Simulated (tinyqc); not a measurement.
One-electron ion in a basis of Gaussians, step by step. Computed by tinyqc, a small Python program that keeps every step. Settings: Z = 1, l = 1. Command: `OMP_NUM_THREADS=1 python tinyqc.py 27608 27609 out.jsonl` (the two numbers bound the seeds that draw the settings). One thread of a shared host (Intel(R) Xeon(R) Processor @ 2.60GHz), about 0.01 s of CPU time with the checks.

## Matrices over normalised Gaussians

exponents of r^l exp(-a r^2) (1/bohr^2): [0.017990, 0.026680, 0.039580, 0.058700, 0.087060]

Z = 1

l = 1

With p = a_i + a_j and I(k) = Gamma((k+1)/2) / (2 p^((k+1)/2)): S = I(2l+2), T = (2l+3) a_i a_j S / p, V = -Z I(2l+1), each divided by sqrt(S_ii S_jj).

S:
```
[[1.000000, 0.952920, 0.827405, 0.661172, 0.492773],
 [0.952920, 1.000000, 0.952848, 0.827398, 0.661146],
 [0.827405, 0.952848, 1.000000, 0.952916, 0.827496],
 [0.661172, 0.827398, 0.952916, 1.000000, 0.952906],
 [0.492773, 0.661146, 0.827496, 0.952906, 1.000000]]
```

T (hartree):
```
[[0.044975, 0.051195, 0.051168, 0.045521, 0.036734],
 [0.051195, 0.066700, 0.075928, 0.075884, 0.067509],
 [0.051168, 0.075928, 0.098950, 0.112635, 0.112580],
 [0.045521, 0.075884, 0.112635, 0.146750, 0.167047],
 [0.036734, 0.067509, 0.112580, 0.167047, 0.217650]]
```

V (hartree):
```
[[-0.142690, -0.151505, -0.149341, -0.137736, -0.120146],
 [-0.151505, -0.173769, -0.184507, -0.181868, -0.167733],
 [-0.149341, -0.184507, -0.211649, -0.224725, -0.221521],
 [-0.137736, -0.181868, -0.224725, -0.257750, -0.273674],
 [-0.120146, -0.167733, -0.221521, -0.273674, -0.313898]]
```

## Generalised eigenproblem

H = T + V (hartree):
```
[[-0.097715, -0.100310, -0.098173, -0.092215, -0.083412],
 [-0.100310, -0.107069, -0.108579, -0.105984, -0.100224],
 [-0.098173, -0.108579, -0.112699, -0.112090, -0.108942],
 [-0.092215, -0.105984, -0.112090, -0.111000, -0.106627],
 [-0.083412, -0.100224, -0.108942, -0.106627, -0.096248]]
```

Solve H C = S C e through S^(-1/2); each column has its largest component positive (the first on a tie).

eigenvalues of S: [0.000120, 0.003591, 0.060332, 0.676238, 4.259719]

eigenvalues (hartree): [-0.123001, -0.049405, 0.016803, 0.153139, 0.350825]

coefficients:
```
[[0.789327, -4.451687, -8.937434, 8.098874, 7.366326],
 [-1.608010, 6.600848, 22.556801, -26.201575, -29.246361],
 [2.908643, -4.049026, -21.766425, 32.003550, 49.394504],
 [-2.098498, 1.353843, 11.047700, -15.818411, -41.483401],
 [1.144858, 0.254958, -3.297572, 1.784778, 14.309780]]
```

For Z = 1 and l = 1 the exact lowest level is -Z^2/(2 n^2) with n = l + 1: -0.125000 hartree. The basis is nearly linearly dependent, so rounded matrices do not reproduce these digits.
